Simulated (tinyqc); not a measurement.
Interface roughness in a thin film (subband fluctuation and scattering), step by step. Values are carried at full precision from step to step, so a last printed digit may differ when a step is redone from the rounded ones.

Square well of width t, barriers V0, c = hbar^2/2m0: E1 solves k t + 2 atan[(k/mz)/(kappa/mb)] = pi, k = sqrt(mz E/c), kappa = sqrt(mb (V0 - E)/c). One interface is rough, so the subband edge fluctuates by G dt with G = |dE1/dt| (central difference of 0.01 angstrom; 2 E1/t for hard walls).

Constants: hbar^2/2m0 = 3.80998211 eV angstrom^2; e^2/(4 pi eps0) = 14.39964547 eV angstrom; hbar = 6.58211957e-16 eV s.

Inputs chosen for the exercise (near those of a thin GaN channel; shifted at random, so the results belong to these values and not to a real crystal): t = 26 angstrom (film thickness); mz = 0.201 m0 (confinement mass); V0 = 1.94 eV (barrier); mb = 0.31 m0 (barrier mass); D = 1.6 angstrom (rms height of the roughness); md = 0.205 m0 (mass in the plane); gv = 1 (valleys); Lc = 46 angstrom (correlation length); Ns = 7 x 1e12/cm^2 (sheet density); eps = 9.7 (mean dielectric constant at the channel); Lg = 150 angstrom (gate length); Wg = 250 angstrom (gate width).

## Sensitivity of the level to thickness

Give E1, G, the hard-wall values and the rms fluctuation G D.

E1 = 164.15 meV
G = |dE1/dt| = 9.7250 meV/angstrom

hard walls: E1 (meV) and G (meV/angstrom): 276.745  21.288

G D = 15.56 meV

Hard walls overstate G by a factor 2.19, and the scattering rate, which goes as G^2, by 4.79.

## The angular integrand

Gaussian roughness spectrum S(q) = pi D^2 Lc^2 exp(-q^2 Lc^2/4). Degenerate gas, taken to fill one subband (the second starts to fill once c kF^2/md exceeds E2 - E1, which is not tested here): kF = sqrt(2 pi Ns/gv), q = 2 kF sin(theta/2), 1/tau = (md/(2 pi c hbar)) G^2 times the integral from 0 to pi of S(q)(1 - cos theta)/eps(q)^2 dtheta, eps(q) = 1 + qs/q with screening (qs = gv md q0/(c eps), q0 = e^2/(4 pi eps0), form factors left out, which overstates the screening; other scattering is left out too, so these values lie far above measured mobilities in all but the thinnest films) or 1 without; mobility = tau c2/md with c2 = e/m0 = 1.75882e15 cm^2/(V s^2); 1e12/cm^2 = 1e-4/angstrom^2.

kF, qs, and exp(-q^2 Lc^2/4)(1 - cos theta) without and with the factor 1/eps^2 at theta = 30, 60, ..., 180 degrees.

kF = 0.06632 1/angstrom
qs = 0.0799 1/angstrom

Integrand:

| theta | q (1/angstrom) | bare | eps(q) | screened |
|---|---|---|---|---|
| 30 | 0.0343 | 0.0718 | 3.33 | 0.00649 |
| 60 | 0.0663 | 0.0488 | 2.20 | 0.0100 |
| 90 | 0.0938 | 0.00953 | 1.85 | 0.00278 |
| 120 | 0.1149 | 0.00140 | 1.70 | 0.000486 |
| 150 | 0.1281 | 0.000316 | 1.62 | 0.000120 |
| 180 | 0.1326 | 0.000182 | 1.60 | 7.08e-05 |

kF Lc = 3.05: the spectrum cuts off large angles, and the bare integrand is largest at 30 degrees among these rows.

## Scattering time and mobility

Integrate over theta.

Results:

| case | integral | tau (fs) | mobility (cm^2/(V s)) |
|---|---|---|---|
| bare | 0.06911 | 691.1 | 5929 |
| screened | 0.01037 | 4605 | 3.951e+04 |

Screening raises the mobility by a factor 6.7. With it kF l = 1.14e+03, so by this rate the carriers are far from localisation. Phonons, and the gate field that presses carriers to the wall, limit real channels far below this value.

## Threshold variation

Averaged over an area A = Lg Wg much larger than Lc^2, the thickness varies by D sqrt(pi Lc^2/A), so sigma(Vt) = G D Lc sqrt(pi/A)/e; the Pelgrom coefficient is sigma sqrt(A) (1 micrometre = 1e4 angstrom).

rms of the mean thickness = 0.674 angstrom
sigma(Vt) = 6.551 mV
coefficient = 0.127 mV micrometre

The electrostatic effect of the thickness is left out. Lc is not small against the gate, so the averaging formula overstates the variation.

## Checks

- G from the envelope at the wall, psi(t/2)^2 (E1 + c mz (kappa/mb)^2), against the difference quotient, meV/angstrom: both 9.725.
- Bare integral for Lc -> 0 against pi: both 3.1416.

(tinyqc, `OMP_NUM_THREADS=1 python tinyqc.py 1251860 1251861 out.jsonl`, Intel(R) Xeon(R) Processor @ 2.30GHz, 1 thread, shared host, about 0.01 s.)
